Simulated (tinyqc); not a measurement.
Threshold of a short bulk MOSFET: charge sharing, barrier lowering, narrow width: effect of the insulator thickness.

n-channel device on a p-type body, depletion approximation, full ionisation. Uniform doping N = Na. Vbi from Boltzmann statistics is rough for the degenerate source. Cox = eps0 eox/tox.

ni = sqrt(Nc Nv) exp(-Eg/(2 Vt)), Eg in volts; 2 pB = 2 Vt ln(N/ni); flat band Vfb - Vt ln(N/Na); Wd = sqrt(2 eps0 eps_r (2 pB - Vbs)/(q N)); body term q N Wd/Cox; long-channel VT0 = flat band + 2 pB + body term; Vbi = Vt ln(N Nsd/ni^2); scale length l = sqrt((eps_r/eox) tox Wd). Charge sharing (trapezoid; it ignores Vds): F = (xj/L)(sqrt(1 + 2 Wd/xj) - 1), lowering = body term times F. Barrier lowering: th = exp(-L/(2 l)) + 2 exp(-L/l), lowering = th [2 (Vbi - 2 pB) + Vds], DIBL = th. Narrow width: rise = body term times xw Wd/W. VT by each model = VT0 - lowering + rise. DIBL under 0.001 mV/V is printed as 0.

Parameters, values chosen for the exercise; band and dielectric values close to those of silicon: temperature T = 400 K; band gap Eg = 1.12 eV; relative permittivity eps_r = 11.5; conduction-band density of states at T Nc = 4.34e19 cm^-3; valence-band density of states at T Nv = 4.13e19 cm^-3; relative permittivity of the gate insulator (close to aluminium oxide) eox = 8.83; channel doping Na = 8.4e17 cm^-3; source and drain doping Nsd = 1e20 cm^-3; flat-band voltage for the doping Na Vfb = -0.89 V; junction depth xj = 21 nm; body-source voltage Vbs = -1 V; drain-source voltage Vds = 0.5 V; gate width W = 2000 nm; shape factor of the fringing depletion at the width edges xw = 1.5708; channel length L = 150 nm.

Constants: q = 1.602176634e-19 C, kB = 1.380649e-23 J/K, Vt = kB T/q, eps0 = 8.8541878128e-14 F/cm where lengths are in cm. Results are converted to the units shown.

The same in every row: N (cm^-3) = 8.400e17; F = 0.2040.

Result of one run:
```
tox (nm)  VT0 (V)    L/l  DIBL (mV/V)  VT, charge sharing (V)  VT, barrier lowering (V)
8.8        0.7612  6.092        52.08                  0.6310                    0.7513
```

What becomes of these results when the insulator thickness tox is changed from 8.8 to 15 nm, all else the same?

Result of the changed run:
```
tox (nm)  VT0 (V)    L/l  DIBL (mV/V)  VT, charge sharing (V)  VT, barrier lowering (V)
15          1.326  4.666        115.8                   1.104                     1.287
```

The whole series:
```
tox (nm)  VT0 (V)    L/l  DIBL (mV/V)  VT, charge sharing (V)  VT, barrier lowering (V)
5.2        0.4333  7.924        19.74                  0.3564                    0.4366
6.8        0.5790  6.930        33.23                  0.4784                    0.5772
8.8        0.7612  6.092        52.08                  0.6310                    0.7513
11         0.9615  5.448        74.20                  0.7988                    0.9416
15          1.326  4.666        115.8                   1.104                     1.287
19          1.690  4.146        157.5                   1.409                     1.631
25          2.237  3.614        218.0                   1.867                     2.150
32          2.874  3.194        284.4                   2.401                     2.759
```

As tox goes from 5.2 to 32, VT0 rises from 0.433 to 2.87 V, DIBL rises from 19.7 to 284 mV/V, F stays at 0.204 and VT by barrier lowering rises from 0.437 to 2.76 V. For tox = 32 DIBL exceeds 250 mV/V, where the barrier formula is rough.

tinyqc, about 0.01 s, one thread, Intel Xeon 2.30GHz (shared host): `OMP_NUM_THREADS=1 python tinyqc.py 2002017 2002018 out.jsonl`
